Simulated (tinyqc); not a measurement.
# Junction field-effect transistor with two gates, gradual channel with velocity saturation: two studies

A uniformly doped n-type channel, depleted from both sides by p+ gates; at channel potential V the depleted share of a is u = sqrt((Vbi - Vg + V)/Vp), s at the source. Electrons drift with v = mu E/(1 + mu E/vsat). Abrupt depletion edge, no series resistance, source at 0.

Parameters, values chosen for the exercise; material values close to those of gallium arsenide:
```
symbol,value,unit,meaning
T,273,K,temperature
eps_r,12.8,,relative permittivity of the semiconductor
Nc,3.77e17,cm^-3,conduction-band density of states at T
Eg,1.39,eV,band gap
Nv,7.8e18,cm^-3,valence-band density of states at T
Nd,3.9e16,cm^-3,donor density of the channel
a,250,nm,half the channel thickness
mu,4600,cm^2/(V s),low-field mobility at this doping
vsat,8.3e6,cm/s,saturation velocity
L,1,um,gate length
W,100,um,gate width
Na,1e18,cm^-3,acceptor density of the gates
Vg,0,V,gate voltage
```

Constants: q = 1.602176634e-19 C, kB = 1.380649e-23 J/K, Vt = kB T/q, eps0 = 8.8541878128e-14 F/cm where lengths are in cm. Results are converted to the units shown.

Each table varies one quantity; the others keep the values above.

## Effect of the gate voltage on saturation

ni = sqrt(Nc Nv) exp(-Eg/(2 Vt)), Eg in volts; Vbi = Vt ln(Na Nd/ni^2); Vp = q Nd a^2/(2 eps0 eps_r); G0 = 2 q mu Nd a W/L; Z = mu Vp/(vsat L); s = sqrt((Vbi - Vg)/Vp). I = (G0 Vp/3) F/(1 + Z (u^2 - s^2)), F = 3 (u^2 - s^2) - 2 (u^3 - s^3), with u at V = Vd; Z = 0 gives constant mobility, for which u stops at 1. The current peaks at u = um, the root of (1 - u)(1 + Z (u^2 - s^2)) = Z F/3; beyond Vdsat = Vp (um^2 - s^2) it is held at that value. gm = G0 (um - s)/(1 + Z (um^2 - s^2)).

The same in every row: Z = 9.5487.

Effect of the gate voltage on saturation:

| Vg (V) | um | Vdsat (V) | Isat (mA) | Isat for Z = 0 (mA) | gm (mS) |
|---|---|---|---|---|---|
| -0.3 | 0.99111 | 0.10412 | 0.23051 | 0.38299 | 2.8224 |
| -0.25 | 0.98517 | 0.13389 | 0.38465 | 0.72401 | 3.3216 |
| -0.2 | 0.97837 | 0.16088 | 0.56099 | 1.1754 | 3.7186 |
| -0.15 | 0.97087 | 0.18570 | 0.75543 | 1.7390 | 4.0506 |
| -0.1 | 0.96277 | 0.20873 | 0.96532 | 2.4167 | 4.3391 |
| -0.05 | 0.95415 | 0.23026 | 1.1888 | 3.2105 | 4.5973 |
| 0 | 0.94506 | 0.25050 | 1.4247 | 4.1227 | 4.8342 |

Read the table: what changes, and by how much?

As Vg goes from -0.3 to 0 V, Vdsat rises from 0.104 to 0.251 V, Isat rises from 0.231 to 1.42 mA and gm rises from 2.82 to 4.83 mS. Isat is 0.602 of the constant-mobility value in the first row and 0.346 in the last. In every row the open channel at the source, (1 - s) a, is under two Debye lengths, so the abrupt edge is rough.

## Effect of the low-field mobility at this doping on saturation

Same model as above.

Results:

| mu (cm^2/(V s)) | Z | um | Vdsat (V) | Isat (mA) | Isat for Z = 0 (mA) | gm (mS) |
|---|---|---|---|---|---|---|
| 920 | 1.9097 | 0.97792 | 0.35937 | 0.57264 | 0.82454 | 2.3268 |
| 1500 | 3.1137 | 0.96934 | 0.33059 | 0.79502 | 1.3444 | 3.0692 |
| 4100 | 8.5108 | 0.94770 | 0.25912 | 1.3561 | 3.6746 | 4.6620 |
| 6800 | 14.116 | 0.93610 | 0.22147 | 1.6570 | 6.0944 | 5.3881 |
| 11000 | 22.834 | 0.92546 | 0.18733 | 1.9330 | 9.8586 | 5.9933 |
| 18000 | 37.365 | 0.91540 | 0.15543 | 2.1938 | 16.132 | 6.5205 |

Estimate the missing row, mu = 2500 cm^2/(V s).

Computed row:

| mu (cm^2/(V s)) | Z | um | Vdsat (V) | Isat (mA) | Isat for Z = 0 (mA) | gm (mS) |
|---|---|---|---|---|---|---|
| 2500 | 5.1895 | 0.95882 | 0.29565 | 1.0678 | 2.2406 | 3.8878 |

With this row back in the table: As mu goes from 920 to 18000 cm^2/(V s), Vdsat falls from 0.359 to 0.155 V, Isat rises from 0.573 to 2.19 mA and gm rises from 2.33 to 6.52 mS. Isat is 0.694 of the constant-mobility value in the first row and 0.136 in the last. In every row the open channel at the source, (1 - s) a, is under two Debye lengths, so the abrupt edge is rough.

tinyqc, about 0.06 s, one thread, Intel Xeon 2.30GHz (shared host): `OMP_NUM_THREADS=1 python tinyqc.py 2500031 2500032 out.jsonl`
